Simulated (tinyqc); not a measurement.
Grain-boundary trapping model (Seto) of a polycrystalline semiconductor film: one step, computed by the program tinyqc. Command: `OMP_NUM_THREADS=1 python tinyqc.py 3020605 3020606 out.jsonl poly walk`. One thread of a shared host (Intel(R) Xeon(R) Processor @ 2.30GHz), about 0.01 s of CPU time with the checks.

Grains of equal size L are joined by thin boundaries with one trap level. Trapped carriers deplete a width W on each side and raise a barrier, crossed by thermionic emission. Dopants are fully ionised, statistics are non-degenerate and mu_g does not depend on T.

Task: Resistivity and effective mobility. Boundary: sigma_b = L e^2 n_0 exp(-e V_B/k_B T)/sqrt(2 pi m k_B T); drift through the grain, depleted parts included: rho_g = [(1 - 2W/L) + (2W/L) int_0^1 exp(y^2 s^2) ds]/(e n_0 mu_g); rho = 1/sigma_b + rho_g. Mean carrier density n_av = n_0 [(1 - 2W/L) + (2W/L) (sqrt(pi)/2) erf(y)/y], y = sqrt(e V_B/k_B T); effective mobility 1/(e n_av rho).

Inputs (values chosen for the exercise, modelled on polycrystalline ZnO):
```
quantity                           value        unit
effective mass m                    0.28         m_0
grain size L                          49          nm
doping N                         9.3e+18      1/cm^3
mobility inside the grains mu_g      150  cm^2/(V s)
temperature T                        200           K
```

Grain interior: resistance included.

depletion width W = 2.204301 nm

barrier V_B = 0.04925818 V

E_F = 0.02590734 eV

centre density n_0 = 9.30e+18 1/cm^3

Constants: k_B = 8.617333262e-05 eV/K; m_0 = 9.1093837015e-31 kg; k_B = 1.380649e-23 J/K; e = 1.602176634e-19 C.

Give: boundary resistivity; drift resistivity rho_g; resistivity rho; mean carrier density; effective mobility.

Result:

boundary resistivity = 0.0099111 ohm cm

drift resistivity rho_g = 0.0056282 ohm cm

resistivity rho = 0.015539 ohm cm

mean carrier density = 8.8945e+18 1/cm^3

effective mobility = 45.158 cm^2/(V s)

A single crystal with the same N and mu_g would have 0.00447 ohm cm, a factor 3.47 lower. Caution: E_F is within 2 k_B T of the band edge, so non-degenerate statistics fail, and tunnelling through so thin a barrier adds to the current.
